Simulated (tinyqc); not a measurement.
Pariser-Parr-Pople SCF with singles CI, for the molecule Oc1cccc2cc[nH]c12 (SMILES; centres numbered as the heavy atoms are written), step by step. Computed by tinyqc, a small Python program that keeps every step. Settings: charge = 0, gamma = MN, start = core, damping = 0.5, iteration cap = 76, excitations kept = 4. Command: `OMP_NUM_THREADS=1 python tinyqc.py 31916 31917 out.jsonl` (the two numbers bound the seeds that draw the settings). One thread of a shared host (Intel(R) Xeon(R) Processor @ 2.60GHz), about 0.01 s of CPU time with the checks. Later iterations appear only in the table of the cycle.

## PPP integrals

Centres (angstrom, eV; a flat drawing with bonds scaled to 1.40 angstrom):

| centre | x | y | core charge z | W | gamma_rr |
|---|---|---|---|---|---|
| 1O | -1.5120 | 2.1860 | 2 | 33.0000 | 21.5000 |
| 2C | -1.1230 | 0.8410 | 1 | 11.1600 | 11.1300 |
| 3C | -2.0940 | -0.1680 | 1 | 11.1600 | 11.1300 |
| 4C | -1.7050 | -1.5130 | 1 | 11.1600 | 11.1300 |
| 5C | -0.3460 | -1.8490 | 1 | 11.1600 | 11.1300 |
| 6C | 0.6250 | -0.8400 | 1 | 11.1600 | 11.1300 |
| 7C | 2.0240 | -0.8860 | 1 | 11.1600 | 11.1300 |
| 8C | 2.5000 | 0.4310 | 1 | 11.1600 | 11.1300 |
| 9N | 1.3950 | 1.2910 | 2 | 25.6000 | 16.8000 |
| 10C | 0.2360 | 0.5050 | 1 | 11.1600 | 11.1300 |

Resonance integrals (eV):

| i | j | beta |
|---|---|---|
| 1 | 2 | -2.2400 |
| 2 | 3 | -2.3900 |
| 3 | 4 | -2.3900 |
| 4 | 5 | -2.3900 |
| 5 | 6 | -2.3900 |
| 6 | 7 | -2.3900 |
| 7 | 8 | -2.3900 |
| 8 | 9 | -2.2400 |
| 9 | 10 | -2.2400 |
| 10 | 2 | -2.3900 |
| 10 | 6 | -2.3900 |

Mataga-Nishimoto: gamma = 14.399645/(R + a), a = 2 x 14.399645/(gamma_rr + gamma_ss); H_rr = -W_r - sum_(s != r) z_s gamma_rs; H_rs = beta for bonds.

repulsion gamma_rs (eV), lower triangle:
```
          1O       2C       3C       4C       5C       6C       7C       8C
1O   21.5000
2C    6.3081  11.1300
3C    4.3537   5.3449  11.1300
4C    3.1395   3.8723   5.3453  11.1300
5C    2.8331   3.5175   3.8720   5.3457  11.1300
6C    3.1391   3.8720   3.5168   3.8719   5.3449  11.1300
7C    2.5868   2.9486   2.6306   2.8373   3.7383   5.3460  11.1300
8C    2.7367   2.9150   2.4296   2.4298   2.9147   4.0460   5.3448  11.1300
9N    3.7958   4.0121   2.9919   2.7633   3.1158   4.3675   4.3673   5.9225
10C   4.3533   5.3457   3.8719   3.5175   3.8723   5.3453   4.0458   4.0460

          9N      10C
9N   16.8000
10C   5.9221  11.1300
```

core matrix H (eV), lower triangle:
```
           1O        2C        3C        4C        5C        6C        7C        8C
1O   -70.0418
2C    -2.2400  -59.6164
3C     0.0000   -2.3900  -52.8622
4C     0.0000    0.0000   -2.3900  -50.1852
5C     0.0000    0.0000    0.0000   -2.3900  -51.6631
6C     0.0000    0.0000    0.0000    0.0000   -2.3900  -57.5163
7C     0.0000    0.0000    0.0000    0.0000    0.0000   -2.3900  -51.9595
8C     0.0000    0.0000    0.0000    0.0000    0.0000    0.0000   -2.3900  -52.6043
9N     0.0000    0.0000    0.0000    0.0000    0.0000    0.0000    0.0000   -2.2400
10C    0.0000   -2.3900    0.0000    0.0000    0.0000   -2.3900    0.0000    0.0000

           9N       10C
9N   -66.6540
10C   -2.2400  -61.7554
```

## Starting guess

pi electrons, sum of z_r less the charge = 12

Orbitals of the core matrix H.

P at the start, lower triangle:
```
          1O       2C       3C       4C       5C       6C       7C       8C
1O    1.9963
2C    0.0288   1.7769
3C   -0.0649   0.5191   0.5824
4C   -0.0088   0.0250   0.4396   0.4453
5C    0.0150  -0.1146   0.3802   0.4452   0.5452
6C    0.0167  -0.1189   0.0818   0.2048   0.5641   1.4843
7C   -0.0240   0.1780  -0.2670  -0.3021  -0.1307   0.5561   0.6878
8C   -0.0311   0.2247  -0.3067  -0.3783  -0.2938   0.1908   0.5911   0.6225
9N    0.0080  -0.0583   0.0856   0.0901   0.0629  -0.0713  -0.0363   0.2381
10C  -0.0151   0.1124  -0.1866  -0.1255  -0.1068   0.1828  -0.1750  -0.2000

         9N     10C
9N   1.9547
10C  0.0511  1.9047
```

## Iteration 1: Fock matrix

F_rr = H_rr + P_rr gamma_rr / 2 + sum_(s != r) P_ss gamma_rs; F_rs = H_rs - P_rs gamma_rs / 2; E = tr P (H + F) / 2 + core repulsion sum_(r<s) z_r z_s gamma_rs.

F (eV), lower triangle:
```
          1O       2C       3C       4C       5C       6C       7C       8C
1O   -8.0413
2C   -2.3308  -2.7661
3C    0.1413  -3.7772  -5.1767
4C    0.0139  -0.0484  -3.5648  -7.2196
5C   -0.0212   0.2015  -0.7361  -3.5799  -6.3031
6C   -0.0262   0.2302  -0.1438  -0.3966  -3.8976  -4.5094
7C    0.0310  -0.2624   0.3511   0.4285   0.2444  -3.8766  -5.3904
8C    0.0426  -0.3275   0.3726   0.4596   0.4282  -0.3859  -3.9697  -5.4468
9N   -0.0152   0.1170  -0.1281  -0.1245  -0.0979   0.1556   0.0793  -2.9451
10C   0.0329  -2.6904   0.3612   0.2208   0.2069  -2.8787   0.3540   0.4046

          9N      10C
9N   -6.4036
10C  -2.3912  -2.2229
```

pi energy = -166.4760 eV

## Iteration 1: orbitals and new P

Diagonalise F (the basis is taken as orthonormal) and form P = 2 sum c c over the lowest orbitals; 0.5 of the old P is kept.

orbital energies (eV): -13.1166  -11.8281  -9.5206  -8.0814  -6.6186  -5.8650  -2.0952  -0.7056  0.9371  3.4143

P after iteration 1, lower triangle:
```
          1O       2C       3C       4C       5C       6C       7C       8C
1O    1.9556
2C    0.1672   1.3190
3C   -0.1264   0.6245   0.8668
4C   -0.0057  -0.0259   0.5094   0.8249
5C    0.0699  -0.2126   0.1065   0.5444   0.8221
6C   -0.0270   0.0035  -0.0153   0.0321   0.5904   1.2791
7C   -0.0268   0.1291  -0.0988  -0.2156  -0.0925   0.5405   0.9188
8C    0.0130   0.0665  -0.1432  -0.1249  -0.2501   0.0491   0.6658   0.8627
9N   -0.0061  -0.0384  -0.0224   0.0974   0.0700  -0.1016  -0.1745   0.3872
10C  -0.0556   0.2914  -0.0413  -0.2490  -0.0215   0.3461  -0.1653  -0.2357

         9N     10C
9N   1.7596
10C  0.2724  1.3914
```

## Iteration 2: Fock matrix

As before.

F (eV), lower triangle:
```
           1O       2C       3C       4C       5C       6C       7C       8C
1O   -10.5172
2C    -2.7672  -4.5469
3C     0.2751  -4.0588  -5.2187
4C     0.0090   0.0501  -3.7514  -5.9073
5C    -0.0991   0.3740  -0.2062  -3.8450  -5.4858
6C     0.0424  -0.0068   0.0269  -0.0621  -3.9679  -4.9907
7C     0.0347  -0.1903   0.1300   0.3058   0.1729  -3.8348  -5.4415
8C    -0.0178  -0.0969   0.1740   0.1517   0.3645  -0.0993  -4.1693  -5.9633
9N     0.0117   0.0771   0.0336  -0.1345  -0.1090   0.2219   0.3811  -3.3866
10C    0.1211  -3.1688   0.0799   0.4379   0.0415  -3.3149   0.3344   0.4768

          9N      10C
9N   -8.7757
10C  -3.0466  -4.5413
```

pi energy = -175.3433 eV

## Iteration 2: orbitals and new P

As before.

orbital energies (eV): -13.5027  -12.3035  -11.5537  -9.8159  -8.2140  -7.6084  -1.2339  -0.7416  0.8119  2.7734

P after iteration 2, lower triangle:
```
          1O       2C       3C       4C       5C       6C       7C       8C
1O    1.9367
2C    0.2279   1.1399
3C   -0.1605   0.6707   0.9797
4C   -0.0075  -0.0334   0.5574   0.9525
5C    0.0989  -0.2734   0.0082   0.6167   0.9336
6C   -0.0377   0.0378  -0.1031  -0.0162   0.5890   1.1707
7C   -0.0289   0.1066  -0.0231  -0.1783  -0.0653   0.5305   1.0146
8C    0.0283  -0.0010  -0.0243  -0.0276  -0.2172  -0.0129   0.7147   0.9796
9N   -0.0008  -0.0599  -0.0731   0.1081   0.0728  -0.1349  -0.2346   0.4484
10C  -0.0884   0.4027  -0.0028  -0.2884   0.0013   0.4459  -0.1435  -0.2663

         9N     10C
9N   1.6851
10C  0.3657  1.2075
```

## Convergence

Stop when output and input P, before any damping, agree to 1e-7.

Course of the cycle:

| iteration | E (eV) | largest \|P(out) - P(in)\| |
|---|---|---|
| 1 | -166.476028 | 1.03e+00 |
| 2 | -175.343333 | 3.68e-01 |
| 3 | -179.789129 | 1.47e-01 |
| 4 | -182.093548 | 8.30e-02 |
| 5 | -183.283808 | 4.79e-02 |
| 6 | -183.894077 | 2.86e-02 |
| 7 | -184.205081 | 1.81e-02 |
| 8 | -184.362885 | 1.16e-02 |
| 9 | -184.442710 | 7.46e-03 |
| 10 | -184.483003 | 4.83e-03 |
| 11 | -184.503311 | 3.15e-03 |
| ... | ... | ... |
| 29 | -184.523864 | 2.81e-06 |
| 30 | -184.523864 | 1.98e-06 |
| 31 | -184.523864 | 1.40e-06 |
| 32 | -184.523864 | 9.93e-07 |
| 33 | -184.523864 | 7.05e-07 |
| 34 | -184.523864 | 5.02e-07 |
| 35 | -184.523864 | 3.58e-07 |
| 36 | -184.523864 | 2.56e-07 |
| 37 | -184.523864 | 1.83e-07 |
| 38 | -184.523864 | 1.32e-07 |
| 39 | -184.523864 | 9.50e-08 |

Converged in 39 iterations.

## Converged orbitals

Charges are z - P_rr.

orbital energies (eV): -14.8788  -13.6052  -12.0556  -10.6170  -9.6498  -8.5995  -0.9684  -0.1956  0.9259  2.7888

coefficients:
```
        MO1      MO2      MO3      MO4      MO5      MO6      MO7      MO8
1O   0.4073   0.6912  -0.3076   0.3542  -0.1238   0.2783  -0.1478   0.0620
2C   0.3999   0.3159   0.0569  -0.2540   0.1278  -0.4043   0.4439  -0.2055
3C   0.1976   0.1604   0.3231  -0.3735  -0.3140  -0.3548  -0.3634  -0.3048
4C   0.1300   0.0459   0.4819  -0.1659  -0.4225   0.2254  -0.1280   0.5657
5C   0.1524  -0.0603   0.4863   0.1508  -0.0733   0.4719   0.4581  -0.3102
6C   0.2872  -0.1737   0.3539   0.3676   0.3803   0.0464  -0.2611  -0.2585
7C   0.1971  -0.2189   0.0898   0.5200  -0.1300  -0.4085  -0.2864   0.0661
8C   0.2586  -0.3244  -0.1955   0.2511  -0.4562  -0.2471   0.4639   0.1482
9N   0.4566  -0.4348  -0.3955  -0.3276  -0.1687   0.3585  -0.2352  -0.2671
10C  0.4453  -0.1365   0.0309  -0.2105   0.5364  -0.0345   0.0454   0.5294

         MO9     MO10
1O   -0.1036  -0.0841
2C    0.3668   0.3448
3C   -0.3600  -0.3350
4C    0.1564   0.3620
5C    0.1157  -0.4079
6C   -0.3306   0.4857
7C    0.5442  -0.2614
8C   -0.4629   0.0774
9N    0.2176   0.0878
10C  -0.1421  -0.3826
```

pi charges: 1O 0.0870, 2C -0.0145, 3C -0.0664, 4C -0.0162, 5C -0.0282, 6C -0.0396, 7C -0.0981, 8C -0.0852, 9N 0.3634, 10C -0.1023

## Singles CI, singlets

Over the 4 single excitations with the smallest orbital gaps: A = (e_a - e_i) delta + 2 (ia|jb) - (ij|ab), with (pq|rs) = sum c_mp c_mq gamma_mn c_nr c_ns. f = 2/3 w |mu|^2 in atomic units, mu = sqrt2 sum c_ia sum_m c_mi c_ma R_m.

singlet CI matrix (eV), lower triangle:
```
         6>7      6>8     5>7     5>8
6>7   4.9506
6>8  -0.0580   5.1634
5>7   0.0837   0.6258  5.4293
5>8  -0.4875  -0.0979  0.0840  6.4270
```

singlet excitation energies (eV): 4.5767  4.8786  5.9368  6.5782

oscillator strengths: 0.0926  0.3256  1.4550  0.6913

## Singles CI, triplets

Over the 4 single excitations with the smallest orbital gaps: A = (e_a - e_i) delta - (ij|ab), with (pq|rs) = sum c_mp c_mq gamma_mn c_nr c_ns.

triplet CI matrix (eV), lower triangle:
```
         6>7      6>8      5>7     5>8
6>7   2.8188
6>8   0.1111   3.8065
5>7  -0.0641  -0.2149   4.0870
5>8  -0.2149   0.3284  -0.2219  4.2852
```

triplet excitation energies (eV): 2.7595  3.6452  3.9701  4.6226
